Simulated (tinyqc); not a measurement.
# Graded p-n junction, non-linear Poisson equation by Newton steps: starts and damping rules compared

One dimension, p side on the left, n side on the right; net doping C = (Nd - Na)/2 + ((Nd + Na)/2) tanh(x/Lg). The potential psi is counted from the intrinsic level, and the quasi-Fermi potentials are flat: 0 for holes and -V for electrons, so n = ni exp((psi + V)/Vt) and p = ni exp(-psi/Vt) (Boltzmann statistics, full ionisation, no current). Under reverse bias this makes the minority densities vanishingly small everywhere; they play no part in the charge.

a_i = eps0 eps_r/h_i for the interval from node i to i + 1, with h_i = x_(i+1) - x_i in cm.

n_i = ni exp((psi_i + V)/Vt), p_i = ni exp(-psi_i/Vt), rho_i = p_i - n_i + C_i, g_i = (n_i + p_i)/Vt. Box widths w_i = (h_(i-1) + h_i)/2 in cm. Residual F_i = a_i (psi_(i+1) - psi_i) - a_(i-1) (psi_i - psi_(i-1)) + q rho_i w_i; Jacobian: a_(i-1) and a_i beside the diagonal, b_i = -a_(i-1) - a_i - q g_i w_i on it. The two end nodes are fixed.

Iterations until the largest undamped |d| is below 1e-9 V (the last, tiny step is counted), with a cap of 100; "overflow" would mean that an exponential left the range of double precision. Starts:
- neutral: psi_p = -Vt ln(Na/ni) on nodes with x < 0 and psi_n = Vt ln(Nd/ni) - V on the others.
- depletion: The parabolas of an abrupt Na-Nd junction in the depletion approximation: psi_p + q Na (x + xp)^2/(2 eps0 eps_r) for -xp < x < 0, psi_n - q Nd (xn - x)^2/(2 eps0 eps_r) for 0 < x < xn, flat outside, with W = sqrt(2 eps0 eps_r (psi_n - psi_p)(1/Na + 1/Nd)/q), xp = W Nd/(Na + Nd), xn = W Na/(Na + Nd), psi_p = -Vt ln(Na/ni), psi_n = Vt ln(Nd/ni) - V.
- linear: A straight line in x from psi_p = -Vt ln(Na/ni) at the first node to psi_n = Vt ln(Nd/ni) - V at the last.

Rules for the step d, which solves the tridiagonal system a_(i-1) d_(i-1) + b_i d_i + a_i d_(i+1) = -F_i:
- full Newton steps: the full step is added.
- logarithmic damping: each component d is damped to sign(d) Vt ln(1 + |d|/Vt) before it is added.
- steps capped at 4 Vt: if the largest |d| exceeds 4 Vt, the whole step is scaled down so that it equals 4 Vt.
- halved steps: half of the step is added while the largest |d| exceeds 1.5 Vt, the full step after that.

Inputs (values chosen for the exercise); band and dielectric values close to those of cadmium telluride:
- T = 300 K (temperature)
- Eg = 1.49 eV (band gap)
- eps_r = 10.2 (relative permittivity)
- Nc = 7.92e17 cm^-3 (conduction-band density of states at T)
- Nv = 1.83e19 cm^-3 (valence-band density of states at T)
- Na = 3.1e16 cm^-3 (acceptor density of the p side)
- Nd = 1.1e17 cm^-3 (donor density of the n side)
- V = -6.3 V (bias of the p side against the n side)
- Lg = 460 nm (grading length)

Constants: q = 1.602176634e-19 C, kB = 1.380649e-23 J/K, Vt = kB T/q, eps0 = 8.8541878128e-14 F/cm where lengths are in cm. Results are converted to the units shown.

```
node,x (nm),net doping C (cm^-3)
0,-3790,-3.10000e16
1,-2320,-3.09941e16
2,-1310,-3.05278e16
3,-628,-2.23706e16
4,-160,1.59215e16
5,160,6.30785e16
6,523,9.68438e16
7,935,1.07621e17
8,1400,1.09680e17
9,1930,1.09968e17
10,2530,1.09998e17
11,3220,1.10000e17
```

ni = 1.16182e6 cm^-3

Iterations needed:
```
,full Newton steps,logarithmic damping,steps capped at 4 Vt,halved steps
neutral,8,66,67,14
depletion,6,46,43,11
linear,overflow,66,93,overflow
```

What do the numbers show?

The fewest iterations, 6, are needed by full Newton steps from the depletion start. No result within 100 iterations: full Newton steps from the linear start; halved steps from the linear start. Lowest count for the worst start: logarithmic damping, at most 66 iterations.

tinyqc, about 0.1 s, one thread, Intel Xeon 2.30GHz (shared host): `OMP_NUM_THREADS=1 python tinyqc.py 2000103 2000104 out.jsonl`
